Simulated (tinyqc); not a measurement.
Worked calculation: band gaps under pressure and temperature from deformation potentials. Values are carried at full precision from step to step, so a last printed digit may differ when a step is redone from the rounded ones.

Murnaghan: V/V0 = (1 + Bp P/B0)^(-1/Bp), B0 = (C11 + 2 C12)/3. Each gap moves by a ln(V/V0) with its volume potential a, and falls with temperature by aV T^2/(T + bV) (Varshni); the two effects are added. No change of phase is considered.

Inputs chosen for the exercise (near those of InP, the X and L potentials typical of such crystals; shifted at random, so the results belong to these values and not to a real crystal): C11 = 102.5 GPa; C12 = 56.5 GPa; Bp = 4.92 (pressure derivative of the bulk modulus); P = 3.1 GPa (pressure); Eg = 1.449 eV (gap at Gamma to the s-like level at 0 K, 0 GPa); EgX = 2.43 eV (gap to X at 0 K, 0 GPa); EgL = 2.021 eV (gap to L at 0 K, 0 GPa); aG = -6.53 eV (volume potential of the Gamma gap); aX = 1.79 eV (volume potential of the X gap); aL = -2.69 eV (volume potential of the L gap); aV = (0.363, 0.436, 0.373) meV/K (Varshni alpha of Gamma, X, L); bV = (161, 200, 174) K (Varshni beta of Gamma, X, L); T = 300 K (temperature); aT = 4.7 1e-6/K (linear thermal expansion near 300 K).

## Volume under pressure

Give B0, V/V0, ln(V/V0), the change of the lattice constant and the linear estimate -P/B0.

B0 = 71.83 GPa
V/V0 = 0.96162
ln(V/V0) = -0.03913
change of a = -1.296 %
-P/B0 = -0.04316

The stiffening under pressure makes the compression 9.3 % smaller than the linear estimate.

## Gaps at P and T

Give both shifts and the gaps.

pressure shifts (eV): Gamma 0.2555, X -0.0701, L 0.1053

temperature shifts (eV): Gamma -0.0709, X -0.0785, L -0.0708

gaps (eV): Gamma 1.6337, X 2.2815, L 2.0554

The lowest valley is Gamma (direct gap), 422 meV below L; at 0 K and 0 GPa it is Gamma.

## Pressure coefficients

Expand in P: E = E0 + c1 P + c2 P^2 with c1 = -a/B0 and c2 = a Bp/(2 B0^2).

c1 (meV/GPa): Gamma 90.90, X -24.92, L 37.45

c2 (meV/GPa^2): Gamma -3.113, X 0.853, L -1.282

Gamma and L rise under pressure and X falls, as the signs of the volume potentials say.

## Pressures at which the valleys cross

Two gaps meet at ln(V/V0) = -(E_i - E_j)/(a_i - a_j), with the gaps at T and P = 0; then P = (B0/Bp)(exp(-Bp ln(V/V0)) - 1). A dash marks expansion or a compression beyond ln(V/V0) = -0.3.

Crossings:
```
pair     E_i - E_j (eV)  ln(V/V0)  P (GPa)
Gamma-X         -0.9734   -0.1170    11.36
Gamma-L         -0.5720   -0.1490    15.79
L-X             -0.4013   -0.0896     8.09
```

The lowest valley changes at 11.36 GPa (Gamma to X). The real crystal changes phase near 10 GPa, so a crossing above that is not reached.

## How much of dE/dT is thermal expansion

At 300 K: dE/dT = -aV T (T + 2 bV)/(T + bV)^2; expansion alone gives 3 aT a; the rest is electron-phonon coupling.

dE/dT (meV/K): Gamma -0.3187, X -0.3662, L -0.3227

from expansion (meV/K): Gamma -0.0921, X 0.0252, L -0.0379

remainder (meV/K): Gamma -0.2267, X -0.3915, L -0.2848

Expansion supplies 29 % of the slope at Gamma and 12 % at L; at X it works against the fall.

## Checks

- Slope of the Gamma gap at P = 0 by finite differences against c1 (meV/GPa): both 90.905.

Program tinyqc; command `OMP_NUM_THREADS=1 python tinyqc.py 1051497 1051498 out.jsonl`; about 0.01 s on one thread of a shared Intel(R) Xeon(R) Processor @ 2.30GHz.
